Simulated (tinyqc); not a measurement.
What moves the results: two-band massive Dirac model of the K valleys. A value that a table varies takes the place of the one given here.

Basis (conduction, valence): H = [[D/2, a t (tau kx - i ky)], [a t (tau kx + i ky), -D/2 + lam tau sz]], valley tau = +/-1, spin sz = +/-1. The gap of a spin and valley is G = D - lam tau sz. Berry curvature Omega = curl of i<u|grad u>; for the conduction band Omega_c = -tau 2 a^2 t^2 G/(G^2 + 4 a^2 t^2 k^2)^(3/2), and Omega_v = -Omega_c.

Constants: hbar^2/2m0 = 3.80998211 eV angstrom^2.

Parameters, chosen for this exercise (near those used for monolayer MoSe2; the results hold for these values, not for the real material): a = 3.314 angstrom (lattice constant); D = 1.43 eV (gap parameter); t = 1.01 eV (effective hopping); lam = 0.094 eV (half the valence spin splitting).

## Away from the valley

Flavour tau = +1, sz = +1. Parabolic transition energy G + 2 a^2 t^2 k^2/G; degree of circular polarisation eta = 2 cos(theta)/(1 + cos^2(theta)). The last column is the Berry flux of the conduction band inside |k|, over 2 pi: -(1 - cos(theta))/2, cos(theta) = G/(transition energy).

Along |k|:
```
|k| (1/angstrom)  transition (eV)  parabolic (eV)  Omega_c (angstrom^2)     eta  flux/2 pi
0.000                      1.3360          1.3360               -12.554  1.0000     0.0000
0.025                      1.3464          1.3465               -12.264  1.0000    -0.0039
0.050                      1.3773          1.3779               -11.458  0.9995    -0.0150
0.075                      1.4272          1.4303               -10.297  0.9978    -0.0320
0.100                      1.4943          1.5037                -8.971  0.9938    -0.0530
0.150                      1.6713          1.7134                -6.413  0.9754    -0.1003
0.200                      1.8914          2.0069                -4.424  0.9425    -0.1468
0.300                      2.4121          2.8454                -2.133  0.8477    -0.2231
```

The curvature halves at |k| = 0.153 1/angstrom, where 2 a t k = 0.766 G. At 0.3 the parabola is 433 meV too high, eta has fallen only to 0.848, and the flux has reached -0.223 of the -1/2 that a whole cone holds. The real bands leave this model beyond about 0.1 to 0.2 1/angstrom, where trigonal warping and other bands enter.

## Hole doping of the spin-split valence bands

The Fermi level lies E below the top of the valence band. kF for the upper and lower band of valley +1 from the two-band energy; each flavour holds kF^2/(4 pi) holes per area and both valleys count. Spin polarisation within one valley; Berry flux removed from valley +1, the sum of (1 - cos(theta_F))/2 with cos(theta_F) = G/sqrt(G^2 + 4 a^2 t^2 kF^2), in units of 2 pi.

Holes:
```
E (meV)  kF upper (1/angstrom)  kF lower  p (1e12/cm^2)  spin polarisation in a valley  flux/2 pi
23.5                    0.0534    0.0000           4.54                          1.000     0.0170
47.0                    0.0762    0.0000           9.23                          1.000     0.0329
94.0                    0.1095    0.0000          19.10                          1.000     0.0617
141.0                   0.1363    0.0000          29.59                          1.000     0.0871
178.6                   0.1554    0.0000          38.43                          1.000     0.1055
206.8                   0.1688    0.0509          49.44                          0.833     0.1302
282.0                   0.2018    0.1165          86.42                          0.500     0.2033
376.0                   0.2397    0.1695         137.17                          0.333     0.2790
```

Up to E = 2 lam = 188 meV, a density of 40.7e12/cm^2, only the upper band of this model is emptied and each valley is fully spin-polarised, oppositely in the two. Beyond it the polarisation falls, to 0.33 in the last row. The flux, times e^2/h, is in size the change of the Hall conductivity of one valley; the other valley cancels it in the charge current. Rows with kF above about 0.2 1/angstrom lie beyond the range of the model, and in real layers the valley at Gamma, close below in MoS2 and WS2, can take holes as well.

## What each parameter does

Flavour tau = sz = +1 at k = 0: gap G, mass c G/(a t)^2 with c = hbar^2/2m0, Omega_c, and the B - A splitting 2 lam. Each row changes one parameter from the base and keeps the others.

Results:
```
case                 G (eV)  mass (m0)  Omega_c (angstrom^2)  B - A (eV)
base                 1.3360     0.4543               -12.554      0.1880
a = 3.3803 angstrom  1.3360     0.4367               -13.061      0.1880
D = 1.287 eV         1.1930     0.4057               -15.743      0.1880
t = 1.111 eV         1.3360     0.3755               -15.190      0.1880
lam = 0.141 eV       1.2890     0.4384               -13.486      0.2820
```

The largest shifts from the base row, up to three for each result and ties (the steps differ in size, so this ranks the rows, not the parameters). G (eV): D -0.1430, lam -0.0470; unchanged at the printed digits by a and t. mass (m0): t -0.0789, D -0.0486, a -0.0176. Omega_c (angstrom^2): D -3.190, t -2.636, lam -0.932. B - A (eV): lam +0.0940; unchanged at the printed digits by a, D and t. The mass goes as G/(a t)^2 and the curvature as (a t)^2/G^2, so their product is -2c/G.

(tinyqc, `OMP_NUM_THREADS=1 python tinyqc.py 1480825 1480826 out.jsonl`, Intel(R) Xeon(R) Processor @ 2.30GHz, 1 thread, shared host, about 0.01 s.)
